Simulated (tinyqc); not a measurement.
Worked calculation: Pariser-Parr-Pople SCF with singles CI, for the molecule c1ccc2[nH]ccc2c1 (SMILES; centres numbered as the heavy atoms are written). One step of it, computed by the program tinyqc.

Question. Singles CI, singlets. Over the 9 single excitations with the smallest orbital gaps: A = (e_a - e_i) delta + 2 (ia|jb) - (ij|ab), with (pq|rs) = sum c_mp c_mq gamma_mn c_nr c_ns. f = 2/3 w |mu|^2 in atomic units, mu = sqrt2 sum c_ia sum_m c_mi c_ma R_m.

orbital energies (eV): -14.127965  -12.067936  -10.844568  -9.607294  -8.875997  -1.393821  -0.600266  0.439035  2.137589

coefficients:
```
         MO1        MO2        MO3        MO4        MO5        MO6        MO7        MO8
1C  0.125004   0.463218   0.028026  -0.488237  -0.202924  -0.147870   0.551007   0.179694
2C  0.143925   0.430224  -0.312488  -0.322484   0.311999  -0.387870  -0.314359  -0.367884
3C  0.242370   0.298134  -0.422158   0.182765   0.401619   0.465352  -0.180952   0.346484
4C  0.471463   0.073358  -0.230653   0.493630  -0.097123  -0.014984   0.543159  -0.148677
5N  0.589741  -0.450171  -0.276354  -0.255348  -0.363294  -0.194548  -0.283765   0.223765
6C  0.349240  -0.299913   0.244665  -0.370962   0.361895   0.434487   0.183080  -0.479950
7C  0.256737  -0.035531   0.497215  -0.009493   0.480638  -0.274020   0.039355   0.552099
8C  0.338115   0.242172   0.423767   0.401960  -0.082449  -0.257608  -0.268463  -0.311777
9C  0.180667   0.391867   0.327282  -0.126797  -0.435875   0.492786  -0.286603   0.088173

          MO9
1C   0.362905
2C  -0.332569
3C   0.331824
4C  -0.385598
5N   0.086911
6C   0.083616
7C  -0.270276
8C   0.493400
9C  -0.409716
```

repulsion gamma_rs (eV):
```
           1C         2C         3C         4C         5N         6C         7C         8C
1C  11.130000   5.345539   3.871994   3.517359   2.763090   2.429924   2.837012   3.872154
2C   5.345539  11.130000   5.344569   3.872154   2.991827   2.429924   2.630518   3.517359
3C   3.871994   5.344569  11.130000   5.346287   4.012053   2.915316   2.948476   3.872515
4C   3.517359   3.872154   5.346287  11.130000   5.921551   4.046371   4.045268   5.345539
5N   2.763090   2.991827   4.012053   5.921551  16.800000   5.923586   4.367335   4.367523
6C   2.429924   2.429924   2.915316   4.046371   5.923586  11.130000   5.345983   4.046371
7C   2.837012   2.630518   2.948476   4.045268   4.367335   5.345983  11.130000   5.344325
8C   3.872154   3.517359   3.872515   5.345539   4.367523   4.046371   5.344325  11.130000
9C   5.344569   3.871994   3.517455   3.872515   3.116055   2.915316   3.738477   5.346287

           9C
1C   5.344569
2C   3.871994
3C   3.517455
4C   3.872515
5N   3.116055
6C   2.915316
7C   3.738477
8C   5.346287
9C  11.130000
```

Centres (angstrom, eV; a flat drawing with bonds scaled to 1.40 angstrom):
```
centre          x          y  core charge z          W   gamma_rr
1C       2.152000  -0.700000              1  11.160000  11.130000
2C       2.152000   0.700000              1  11.160000  11.130000
3C       0.939000   1.400000              1  11.160000  11.130000
4C      -0.273000   0.700000              1  11.160000  11.130000
5N      -1.605000   1.133000              2  25.600000  16.800000
6C      -2.427000   0.000000              1  11.160000  11.130000
7C      -1.605000  -1.133000              1  11.160000  11.130000
8C      -0.273000  -0.700000              1  11.160000  11.130000
9C       0.939000  -1.400000              1  11.160000  11.130000
```

Give: singlet CI matrix; singlet excitation energies; oscillator strengths.

Answer.

singlet CI matrix (eV):
```
         5>6      4>6      5>7      4>7      5>8      3>6      4>8      3>7
5>6   4.7495  -0.0379  -0.0103   0.4863  -0.1407  -0.2074   0.1791   0.2121
4>6  -0.0379   4.9465  -0.6538   0.0690  -0.2098  -0.0844  -0.0759   0.4319
5>7  -0.0103  -0.6538   5.0074   0.0603   0.0004  -0.0252  -0.1575   0.1062
4>7   0.4863   0.0690   0.0603   6.0145  -0.0202  -0.0636   0.0438  -0.0716
5>8  -0.1407  -0.2098   0.0004  -0.0202   6.2106  -0.1674  -0.1171  -0.0006
3>6  -0.2074  -0.0844  -0.0252  -0.0636  -0.1674   6.1602   0.1088   0.0325
4>8   0.1791  -0.0759  -0.1575   0.0438  -0.1171   0.1088   6.6149   0.4324
3>7   0.2121   0.4319   0.1062  -0.0716  -0.0006   0.0325   0.4324   6.6638
2>6  -0.0759  -0.0353   0.1892   0.0668   0.1228  -0.1737   0.1576  -0.2054

         2>6
5>6  -0.0759
4>6  -0.0353
5>7   0.1892
4>7   0.0668
5>8   0.1228
3>6  -0.1737
4>8   0.1576
3>7  -0.2054
2>6   7.3387
```

singlet excitation energies (eV): 4.1820  4.5461  5.5545  5.9617  6.1688  6.2757  6.4066  7.1371  7.4737

oscillator strengths: 0.0159  0.1998  1.0941  0.1342  0.2166  0.6927  0.0113  0.3805  0.0948
